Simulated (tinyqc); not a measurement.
Worked calculation: CCSD on RHF in the sto-6g basis, for H4, spin multiplicity 1. Computed by tinyqc, a small Python program that keeps every step (integrals from PySCF). Settings: charge = 0, multiplicity = 1, basis = sto-6g, method = RHF, energy threshold = 1e-10, iteration cap = 81, orthogonalisation = canonical, start = core, DIIS depth = 6, amplitude equations = CCSD, DIIS depth for amplitudes = 4, cap on updates = 58. Command: `OMP_NUM_THREADS=1 python tinyqc.py 29983 29984 out.jsonl` (the two numbers bound the seeds that draw the settings). One thread of a shared host (Intel(R) Xeon(R) Processor @ 2.60GHz), about 0.2 s of CPU time with the checks. The early iterations of the SCF are left out here.

## One-electron integrals

Geometry (angstrom):
```
atom         x         y         z
H     0.000000  0.000000  0.000000
H     0.000000  0.000000  0.751000
H     0.000000  0.962000  0.000000
H     0.000000  0.962000  0.751000
```

Basis sto-6g: exponents (1/bohr^2) and contraction coefficients of normalised primitives:
```
element  l (shell)   exponent  coefficient
H            s (1)  35.523221     0.009164
H            s (1)   6.513144     0.049361
H            s (1)   1.822143     0.168538
H            s (1)   0.625955     0.370563
H            s (1)   0.243077     0.416492
H            s (1)   0.100112     0.130334
```

Overlap, kinetic and nuclear-attraction integrals over the contracted functions; the nuclear repulsion is the sum of Za Zb / Rab.

nuclear repulsion = 3.37661999 hartree

overlap S, lower triangle:
```
          1H 1s     2H 1s     3H 1s     4H 1s
1H 1s  1.000000
2H 1s  0.652544  1.000000
3H 1s  0.519328  0.377244  1.000000
4H 1s  0.377244  0.519328  0.652544  1.000000
```

kinetic energy T (hartree), lower triangle:
```
          1H 1s     2H 1s     3H 1s     4H 1s
1H 1s  0.768522
2H 1s  0.228508  0.768522
3H 1s  0.125954  0.049882  0.768522
4H 1s  0.049882  0.125954  0.228508  0.768522
```

nuclear attraction V (hartree), lower triangle:
```
           1H 1s      2H 1s      3H 1s      4H 1s
1H 1s  -2.845073
2H 1s  -1.818419  -2.845073
3H 1s  -1.418281  -1.048547  -2.845073
4H 1s  -1.048547  -1.418281  -1.818419  -2.845073
```

core Hamiltonian H = T + V (hartree), lower triangle:
```
           1H 1s      2H 1s      3H 1s      4H 1s
1H 1s  -2.076551
2H 1s  -1.589911  -2.076551
3H 1s  -1.292327  -0.998666  -2.076551
4H 1s  -0.998666  -1.292327  -1.589911  -2.076551
```

## Two-electron integrals

Functions are numbered as in S; the eight-fold symmetry (ij|kl) = (ji|kl) = (kl|ij) leaves the list below.

Two-electron integrals (ij|kl) in chemists' order, unique and non-zero (hartree):
```
(11|11) 0.774999   (21|11) 0.438157   (21|21) 0.290049   (22|11) 0.565861
(22|21) 0.438157   (22|22) 0.774999   (31|11) 0.327310   (31|21) 0.192784
(31|22) 0.258512   (31|31) 0.174267   (32|11) 0.213514   (32|21) 0.143624
(32|22) 0.219708   (32|31) 0.115550   (32|32) 0.086250   (33|11) 0.490577
(33|21) 0.299463   (33|22) 0.412310   (33|31) 0.327310   (33|32) 0.219708
(33|33) 0.774999   (41|11) 0.219708   (41|21) 0.143624   (41|22) 0.213514
(41|31) 0.115550   (41|32) 0.085645   (41|33) 0.213514   (41|41) 0.086250
(42|11) 0.258512   (42|21) 0.192784   (42|22) 0.327310   (42|31) 0.138657
(42|32) 0.115550   (42|33) 0.258512   (42|41) 0.115550   (42|42) 0.174267
(43|11) 0.299463   (43|21) 0.199515   (43|22) 0.299463   (43|31) 0.192784
(43|32) 0.143624   (43|33) 0.438157   (43|41) 0.143624   (43|42) 0.192784
(43|43) 0.290049   (44|11) 0.412310   (44|21) 0.299463   (44|22) 0.490577
(44|31) 0.258512   (44|32) 0.213514   (44|33) 0.565861   (44|41) 0.219708
(44|42) 0.327310   (44|43) 0.438157   (44|44) 0.774999
```

## Orthogonalisation

S = U s U^T; canonical form X = U s^(-1/2), so that X^T S X = 1. Each column of U has its largest component positive (the first on a tie).

eigenvalues of S: 0.205372  0.489540  0.755972  2.549116

X:
```
               1          2          3         4
1H 1s   1.103314   0.714622   0.575065  0.313166
2H 1s  -1.103314  -0.714622   0.575065  0.313166
3H 1s  -1.103314   0.714622  -0.575065  0.313166
4H 1s   1.103314  -0.714622  -0.575065  0.313166
```

## Iteration 2 (converged): orbitals

converged F (hartree), lower triangle:
```
           1H 1s      2H 1s      3H 1s      4H 1s
1H 1s  -0.467754
2H 1s  -0.673106  -0.467754
3H 1s  -0.470705  -0.448831  -0.467754
4H 1s  -0.448831  -0.470705  -0.673106  -0.467754
```

Diagonalise F' = X^T F X, C = X C', fill 2 alpha and 2 beta electrons from the bottom; D = 2 C_occ C_occ^T. Each column has its largest component positive (the first on a tie).

F' = X^T F X (hartree), lower triangle:
```
          1         2          3          4
1  1.106419
2  0.000000  0.374797
3  0.000000  0.000000  -0.292768
4  0.000000  0.000000   0.000000  -0.808278
```

orbital energies (hartree): MO1 -0.808278, MO2 -0.292768, MO3 0.374797, MO4 1.106419

coefficients C:
```
            MO1        MO2        MO3        MO4
1H 1s  0.313166   0.575065   0.714622   1.103314
2H 1s  0.313166   0.575065  -0.714622  -1.103314
3H 1s  0.313166  -0.575065   0.714622  -1.103314
4H 1s  0.313166  -0.575065  -0.714622   1.103314
```

D after iteration 2, lower triangle:
```
           1H 1s      2H 1s     3H 1s     4H 1s
1H 1s   0.857547
2H 1s   0.857547   0.857547
3H 1s  -0.465254  -0.465254  0.857547
4H 1s  -0.465254  -0.465254  0.857547  0.857547
```

## Convergence

Stop when the energy changes by less than 1e-10 hartree and every element of the error matrix X^T (F D S - S D F) X is below 3e-06.

Course of the cycle:
```
iteration  E (hartree)     change  largest element of the error matrix
1          -1.88096374          -                             3.31e-15
2          -1.88096374  -8.88e-16                             1.99e-15
```

PySCF RHF in the same basis = -1.88096374 hartree

Converged in 2 iterations.

## Integrals over molecular orbitals

(pq|rs) = sum C_ip C_jq C_kr C_ls (ij|kl), one index at a time.

one-electron integrals over orbitals h = C^T H C (hartree), lower triangle:
```
           1          2          3          4
1  -2.337067
2   0.000000  -1.819471
3   0.000000   0.000000  -1.593949
4   0.000000   0.000000   0.000000  -0.939649
```

Two-electron integrals over orbitals (pq|rs), unique and non-zero (hartree):
```
(11|11) 0.570747   (21|21) 0.152280   (22|11) 0.555161   (22|22) 0.568662
(31|31) 0.126977   (32|32) 0.072488   (33|11) 0.549119   (33|22) 0.534986
(33|33) 0.557851   (41|32) 0.073643   (41|41) 0.074907   (42|31) 0.122787
(42|42) 0.134348   (43|21) 0.145915   (43|43) 0.159802   (44|11) 0.560235
(44|22) 0.567426   (44|33) 0.564861   (44|44) 0.595785
```

## CCSD: starting amplitudes

t_ij^ab = <ij||ab> / (e_i + e_j - e_a - e_b), whose energy is MP2.

Starting amplitudes (spin orbitals 1a, 1b, ...; amplitudes related by a flip of all spins are not repeated):
```
from      to          t
2a 2b  3a 3b  -0.054292
1a 1b  3a 3b  -0.053664
2a 2b  4a 4b  -0.048009
1a 2b  3a 4b  -0.047550
1a 2b  3b 4a   0.028519
1a 1b  4a 4b  -0.019561
1a 2a  3a 4a  -0.019031
```

correlation energy = -0.03641293 hartree

## CCSD: amplitude update 1

t_i^a D_i^a and t_ij^ab D_ij^ab are set to the remaining terms of the spin-orbital equations, evaluated with the old amplitudes; for the doubles these are <ij||ab> + 1/2 <ab||ef> t_ij^ef + 1/2 <mn||ij> t_mn^ab + P(ij)P(ab) <mb||ej> t_im^ae + terms in t^2 + terms with t1, D the orbital-energy denominators.

Amplitudes after update 1 (spin orbitals 1a, 1b, ...; amplitudes related by a flip of all spins are not repeated):
```
from      to          t
2a 2b  3a 3b  -0.092238
1a 1b  3a 3b  -0.069356
1a 2b  3a 4b  -0.062219
2a 2b  4a 4b  -0.059983
1a 2b  3b 4a   0.041900
1a 1b  4a 4b  -0.025516
1a 2a  3a 4a  -0.020319
```

correlation energy = -0.04891027 hartree

## CCSD: amplitude update 2

As before.

Amplitudes after update 2 (spin orbitals 1a, 1b, ...; amplitudes related by a flip of all spins are not repeated):
```
from      to          t
2a 2b  3a 3b  -0.116903
1a 1b  3a 3b  -0.073417
1a 2b  3a 4b  -0.067669
2a 2b  4a 4b  -0.062421
1a 2b  3b 4a   0.047651
1a 1b  4a 4b  -0.027458
1a 2a  3a 4a  -0.020019
```

correlation energy = -0.05384296 hartree

## CCSD: amplitude update 3

t_i^a D_i^a and t_ij^ab D_ij^ab are set to the remaining terms of the spin-orbital equations, evaluated with the old amplitudes; for the doubles these are <ij||ab> + 1/2 <ab||ef> t_ij^ef + 1/2 <mn||ij> t_mn^ab + P(ij)P(ab) <mb||ej> t_im^ae + terms in t^2 + terms with t1, D the orbital-energy denominators. DIIS then mixes the stored amplitudes.

DIIS coefficients: -1.251014  2.251014

Amplitudes after update 3 (spin orbitals 1a, 1b, ...; amplitudes related by a flip of all spins are not repeated):
```
from      to          t
2a 2b  3a 3b  -0.152635
1a 1b  3a 3b  -0.074383
1a 2b  3a 4b  -0.073378
2a 2b  4a 4b  -0.062176
1a 2b  3b 4a   0.053076
1a 1b  4a 4b  -0.029283
1a 2a  3a 4a  -0.020302
```

correlation energy = -0.05888834 hartree

## CCSD: convergence

E_corr = 1/4 sum <ij||ab> t_ij^ab + 1/2 sum <ij||ab> t_i^a t_j^b; stop when the norm of the change is below 1e-8.

Course of the amplitude iterations:
```
update  correlation energy (hartree)  norm of the change
0                        -0.03641293                   -
1                        -0.04891027            1.03e-01
2                        -0.05384296            5.51e-02
3                        -0.05888834            3.33e-02
4                        -0.05882297            8.66e-03
5                        -0.05894668            1.46e-03
6                        -0.05892978            1.57e-04
7                        -0.05893024            1.29e-05
8                        -0.05893063            3.28e-06
9                        -0.05893069            3.25e-07
10                       -0.05893069            4.43e-08
11                       -0.05893070            1.79e-08
12                       -0.05893070            5.19e-09
```

Converged amplitudes (spin orbitals 1a, 1b, ...; amplitudes related by a flip of all spins are not repeated):
```
from      to          t
2a 2b  3a 3b  -0.163931
1a 2b  3a 4b  -0.074119
1a 1b  3a 3b  -0.069941
2a 2b  4a 4b  -0.058848
1a 2b  3b 4a   0.051802
1a 1b  4a 4b  -0.029846
1a 2a  3a 4a  -0.022317
```

CCSD total energy = -1.93989444 hartree

T1 diagnostic, norm of the one-spin t1 over sqrt(correlated electrons) = 0.000000

Converged in 12 updates, with DIIS from the third.
